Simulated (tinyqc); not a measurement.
From results back to parameters: conduction-band anticrossing with a localised impurity level.

Problem. A host edge EM and a flat level EI are coupled by V = C sqrt(x), H = [[EM, V], [V, EI]]. EM and both levels are given.

Inputs chosen for the exercise (out of a larger set: host near InP; not measured data): x = 0.0051 (impurity fraction).

EM = 1.417991 eV

E-, E+ (eV): 1.302163  1.699828

Find: EI; V; C; host weight of E-.

Solution. The trace gives EI = E+ + E- - EM; V^2 = (EM - E-)(E+ - EM); the host weight of E- is (EI - E-)/(E+ - E-).

EI = 1.584 eV
V = 0.1807 eV
C = 2.53 eV
host weight of E- = 0.709

(tinyqc, `OMP_NUM_THREADS=1 python tinyqc.py 1081552 1081553 out.jsonl`, Intel(R) Xeon(R) Processor @ 2.30GHz, 1 thread, shared host, about 0.01 s.)
